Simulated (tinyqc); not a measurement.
Leakage currents through a thin dielectric: one step, computed by the program tinyqc. Command: `OMP_NUM_THREADS=1 python tinyqc.py 3031012 3031013 out.jsonl leak walk`. One thread of a shared host (Intel(R) Xeon(R) Processor @ 2.30GHz), about 0.06 s of CPU time with the checks.

Electrons leave an electrode with Fermi energy E_F above its band bottom; barriers are counted from the Fermi level, and both electrodes are alike. They cross the interlayer first.

Task: Transmission at the Fermi level. Fields: F_i = V/(t_i + t k_i/k), F = F_i k_i/k; equivalent oxide thickness 3.9 (t/k + t_i/k_i). WKB: a layer of mass m, field F and barrier b(x) = b_0 - e F x gives the exponent (4 sqrt(2 m)/(3 hbar e F)) [b_0^(3/2) - max(b_0 - e F t, 0)^(3/2)] for b_0 > 0; b_0 = barrier - (E - E_F), less e F_i t_i for the second layer; the transmission is D(E) = exp(-sum of exponents), without image force.

Inputs (values chosen for the exercise, modelled on Al2O3):

| quantity | value | unit |
|---|---|---|
| barrier height phi_B | 2.45 | eV |
| tunnelling mass m | 0.27 | m_0 |
| static permittivity k | 8.81 | - |
| thickness t | 1.2 | nm |
| voltage V | 0.36 | V |
| interlayer thickness t_i | 1.2 | nm |
| interlayer barrier phi_i | 3.01 | eV |
| interlayer mass m_i | 0.41 | m_0 |
| interlayer permittivity k_i | 4 | - |

Stack: dielectric on an interlayer.

Constants: m_0 = 9.1093837015e-31 kg; e = 1.602176634e-19 C; hbar = 1.054571817e-34 J s.

Give: exponent of the interlayer; exponent of the dielectric; transmission D(E_F).

Result:

exponent of the interlayer = 13.37

exponent of the dielectric = 9.360

transmission D(E_F) = 1.339e-10
